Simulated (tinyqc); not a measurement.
## Circuit elements from the admittance matrix

Problem. Y belongs to a common-source circuit with y11 = i w (Cgs + Cgd), y12 = -i w Cgd, y21 = gm - i w Cgd, y22 = gds + i w (Cgd + Cd) and a resistance Rg in series with the gate; w = 2 pi f. Find Rg, Cgs + Cgd, Cgd, gm, gds and Cd.

Inputs (values chosen for the exercise): signal frequency f = 0.5 GHz.

Y with Rg (mS):

|  | 1 | 2 |
|---|---|---|
| 1 | 0.0000090742+0.0206489058i | -0.0000041417-0.0094247761i |
| 2 | 0.1126486489-0.0094742815i | 0.0070990275+0.0298677251i |

Answer. 1/Y11 = Rg + 1/(i w (Cgs + Cgd)) gives Rg; removing it from Z11 returns the inner y, whose parts are read off.

Rg = 21.3 ohm
Cgs + Cgd = 6.57 fF
Cgd = 3.00 fF
gm = 0.113 mS
gds = 0.00710 mS
Cd = 6.50 fF

tinyqc, about 0.01 s, one thread, Intel Xeon 2.30GHz (shared host): `OMP_NUM_THREADS=1 python tinyqc.py 2150126 2150127 out.jsonl`
